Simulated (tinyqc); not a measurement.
# Input admittance of a MOSFET at zero drain bias: distributed channel and distributed gate: effects of single changes

Source and drain grounded, strong inversion, w = 2 pi f, Cox = eps0 eox/tox. The channel is an RC line of resistance 1/(mu Cox Vo) per square fed from both ends, so one finger has the intrinsic admittance y = i w Cox L tanh(g)/g per width, g = (1/2) sqrt(i w tau), tau = L^2/(mu Vo). The vertical resistance rv/L is in series with y, the overlaps 2 i w Cov in parallel: y_t = 1/(1/y + rv/L) + 2 i w Cov. The gate strip is a line of Rsh/L per length loaded by y_t, so a finger has Y = y_t Wf tanh(k)/k, k = (Wf/sd) sqrt(y_t Rsh/L); the device has Nf Y.

Inputs (values chosen for the exercise); values of the order met in silicon radio-frequency transistors: relative permittivity of the gate insulator (close to zirconium oxide) eox = 24.8; insulator thickness tox = 16 nm; channel length L = 0.3 um; finger width Wf = 7.7 um; number of fingers Nf = 64; channel mobility mu = 180 cm^2/(V s); gate overdrive Vo = 0.3 V; sheet resistance of the gate Rsh = 10 ohm/square; vertical resistivity of the gate stack rv = 0 ohm um^2; number of ends at which a finger is contacted sd = 2; overlap and fringe capacitance on each side Cov = 0.15 fF/um; frequency f = 30 GHz.

Constants: eps0 = 8.8541878128e-14 F/cm where lengths are in cm. Results are converted to the units shown.

Each table varies one quantity; the others keep the values above.

## Input impedance against frequency

Low-frequency limits, with c = Cox L and ct = c + 2 Cov: R_strip = Rsh Wf/(3 sd^2 L Nf), R_ch = (c/ct)^2 L/(12 mu Cox Vo Wf Nf), R_vert = (c/ct)^2 rv/(L Wf Nf), C = ct Wf Nf. Z = 1/(Nf Y) = R + 1/(i w C), Q = |Im Z|/R, far-point signal |1/cosh k|.

The same in every row: low-frequency R (ohm) = 0.9289.

Results:

| f (GHz) | w tau | \|k\| | R (ohm) | C (fF) | Q | signal at the far point |
|---|---|---|---|---|---|---|
| 0.3 | 0.03142 | 0.06414 | 0.9289 | 2177 | 262.4 | 1.000 |
| 0.7 | 0.07330 | 0.09797 | 0.9289 | 2177 | 112.4 | 1.000 |
| 2 | 0.2094 | 0.1656 | 0.9289 | 2177 | 39.36 | 0.9997 |
| 9 | 0.9425 | 0.3506 | 0.9284 | 2173 | 8.767 | 0.9943 |
| 20 | 2.094 | 0.5184 | 0.9262 | 2157 | 3.983 | 0.9735 |
| 50 | 5.236 | 0.7823 | 0.9137 | 2064 | 1.688 | 0.8798 |
| 100 | 10.47 | 0.9894 | 0.8795 | 1818 | 0.9955 | 0.7538 |
| 300 | 31.42 | 1.268 | 0.7061 | 1051 | 0.7147 | 0.6047 |

Estimate the missing row, f = 4 GHz.

Computed row:

| f (GHz) | w tau | \|k\| | R (ohm) | C (fF) | Q | signal at the far point |
|---|---|---|---|---|---|---|
| 4 | 0.4189 | 0.2341 | 0.9288 | 2176 | 19.69 | 0.9989 |

With this row back in the table: R falls from 0.929 to 0.706 ohm and C falls from 2180 to 1050 fF. Q goes as f^(-1.00) between the first two rows and f^(-0.30) between the last two, where w tau = 31.4 and |k| = 1.27. The low-frequency limits hold both R and C within 5 % up to f = 20 GHz among the rows.

## Effect of the gate overdrive

Same model as above.

Effect of the gate overdrive:

| Vo (V) | w tau | \|k\| | R (ohm) | low-frequency R (ohm) | C (fF) | Q | signal at the far point |
|---|---|---|---|---|---|---|---|
| 0.2 | 4.712 | 0.6119 | 1.211 | 1.226 | 2091 | 2.095 | 0.9327 |
| 0.35 | 2.693 | 0.6309 | 0.8396 | 0.8440 | 2142 | 2.949 | 0.9500 |
| 0.5 | 1.885 | 0.6361 | 0.6886 | 0.6910 | 2156 | 3.574 | 0.9594 |
| 0.65 | 1.450 | 0.6382 | 0.6070 | 0.6087 | 2161 | 4.045 | 0.9651 |
| 0.8 | 1.178 | 0.6393 | 0.5559 | 0.5572 | 2164 | 4.411 | 0.9688 |
| 0.95 | 0.9921 | 0.6399 | 0.5208 | 0.5220 | 2165 | 4.705 | 0.9714 |
| 1.1 | 0.8568 | 0.6403 | 0.4954 | 0.4964 | 2166 | 4.944 | 0.9734 |
| 1.25 | 0.7540 | 0.6405 | 0.4760 | 0.4769 | 2167 | 5.144 | 0.9749 |

As Vo goes from 0.2 to 1.25, R falls from 1.21 to 0.476 ohm, C rises from 2090 to 2170 fF and Q rises from 2.09 to 5.14. Only the channel term depends on Vo.

tinyqc, about 0.01 s, one thread, Intel Xeon 2.30GHz (shared host): `OMP_NUM_THREADS=1 python tinyqc.py 2262085 2262086 out.jsonl`
